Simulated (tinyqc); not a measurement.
Well width from the intersubband spacing.

Inverse problem. In an empty well of width L and depth Vb, level k solves kw L/2 = (k - 1) pi/2 + arctan(sqrt((mw/mb)(Vb - E)/E)) with kw = sqrt(mw E/C), C = hbar^2/(2 m0). Find L, E1 and E2 from the spacing.

Parameters, values chosen for the exercise; material values close to those of strained Si in SiGe (two lower valleys): mass along z in the well mw = 0.939 m0; mass along z in the barriers mb = 0.944 m0; barrier height Vb = 0.205 eV.

Constants: q = 1.602176634e-19 C, hbar = 1.054571817e-34 J s, m0 = 9.1093837015e-31 kg, hbar^2/(2 m0) = 0.0380998212 eV nm^2. Results are converted to the units shown.

E2 - E1 = 99.039048 meV

Solution. Both levels are solved for trial widths until their difference matches. A second level is bound only for L above 1.40 nm, and over that range one width gives this spacing.

L = 2.400 nm
E1 = 36.32 meV
E2 = 135.4 meV

tinyqc, about 0.2 s, one thread, Intel Xeon 2.30GHz (shared host): `OMP_NUM_THREADS=1 python tinyqc.py 2140023 2140024 out.jsonl`
